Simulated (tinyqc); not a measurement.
# Changing the interface energy gamma

Model: classical nucleation, growth and JMAK kinetics of crystallisation from a melt or glass. Computed by tinyqc, a small Python program. Command: `OMP_NUM_THREADS=1 python tinyqc.py 3026728 3026729 out.jsonl nucl sweep`. One thread of a shared host (Intel(R) Xeon(R) Processor @ 2.30GHz), about 0.01 s of CPU time with the checks.

A spherical nucleus cap on a flat wall with a sharp interface of isotropic energy gamma; lambda = Omega^(1/3) is the jump distance.

Inputs (values chosen for the exercise, for a model substance): melting point T_m = 1460 K; heat of melting per volume H = 2350 J/cm^3; atomic volume Omega = 16 angstrom^3; temperature T = 1052 K; diffusion prefactor D0 = 6.5e-05 m^2/s; activation energy Q = 1.21 eV; contact angle theta = 105 degrees; wall area per volume S_v = 68000 1/m.

Nucleation: on a flat wall. Driving force: Thompson-Spaepen.

Constants: e = 1.602176634e-19 C; k_B = 1.380649e-23 J/K; k_B = 8.617333262e-05 eV/K.

Method:
- Driving force per volume: dG = H [(T_m - T)/T_m] [2 T/(T_m + T)].
- Shape factor f = (2 + cos theta)(1 - cos theta)^2/4.
- W(r) = f [4 pi r^2 gamma - (4/3) pi r^3 dG]; r* = 2 gamma/dG; W* = f 16 pi gamma^3/(3 dG^2); n* = f (4/3) pi r*^3/Omega.
- D = D0 exp(-Q/(k_B T)); attachment rate k+ = (A*/lambda^2) D/lambda^2 with A* = 2 pi r*^2 (1 - cos theta); Zeldovich factor Z = sqrt(W*/(3 pi k_B T))/n*; sites per volume N = S_v/lambda^2; I = N Z k+ exp(-W*/(k_B T)); lag time = 1/(4 pi Z^2 k+).
- Growth (Wilson-Frenkel): u = (D/lambda) [1 - exp(-dG Omega/(k_B T))].
- JMAK with steady nucleation and growth, nuclei spread at random: extended fraction X_e = (pi/3) I u^3 t^4, X = 1 - exp(-X_e); t_X = [-3 ln(1 - X)/(pi I u^3)]^(1/4); final grains per volume = Gamma(5/4) (3/pi)^(1/4) (I/u)^(3/4), Gamma(5/4) = 0.9064024771.
- The nose is the T between 0.3 and 0.97 T_m where I u^3 is largest; the time is for X = 1e-6, and the critical cooling rate is estimated as (T_m - T_nose)/t_nose.

One run for each value; columns: (1) interface energy gamma (J/m^2); (2) barrier W* (eV); (3) nucleation rate I (1/(m^3 s)); (4) nose temperature (K); (5) critical cooling rate (K/s):
```
(1)       (2)         (3)     (4)         (5)
0.129  0.5118  7.0389e+30  1141.4  2.1041e+11
0.145  0.7269  6.9615e+29  1112.0  1.0841e+11
0.160  0.9766  4.6534e+28  1085.8  5.3058e+10
0.176  1.2998  1.3801e+27  1059.3  2.2303e+10
0.192  1.6875  2.0019e+25  1034.3  8.3581e+09
0.208  2.1455  1.3324e+23  1011.0  2.7688e+09
0.223  2.6440  5.6470e+20   990.7  8.7127e+08
0.239  3.2549  6.9206e+17   970.7  2.2106e+08
```

Over the rows, barrier W* (eV) rises from 0.512 to 3.25 (exponent d ln y / d ln x about 3.0 throughout); nucleation rate I (1/(m^3 s)) falls from 7.04e30 to 6.92e17 (exponent d ln y / d ln x -20 between the first rows and -97 between the last); nose temperature (K) falls from 1140 to 971 (exponent d ln y / d ln x -0.22 between the first rows and -0.29 between the last). The exponent of barrier W* stays at 3: W* goes as gamma^3. Across a change of gamma by a factor 1.85 the rate falls by 13.0 decades, because W* enters the exponent as gamma^3; this is why measured rates fix gamma well and computed gamma fixes rates badly.

Caution (rows 0.129, 0.145): with under 20 atoms in the nucleus or a barrier under 10 k_B T the capillary model is only a guide. Caution (rows 0.129, 0.145, 0.160, 0.176, 0.192, 0.208): homogeneous nucleation, left out here, would be as fast or faster: the wall offers too few sites or too small a cut in the barrier. Caution (rows 0.129, 0.145): at the nose the nucleus has under 20 atoms or the barrier is under 10 k_B T, so the result is only a guide. Caution (rows 0.129, 0.145, 0.160): at the nose the lag time is not small against the nose time, so steady nucleation overstates the critical cooling rate.

Extremes, crossings and ranges named in words are read from the listed rows.
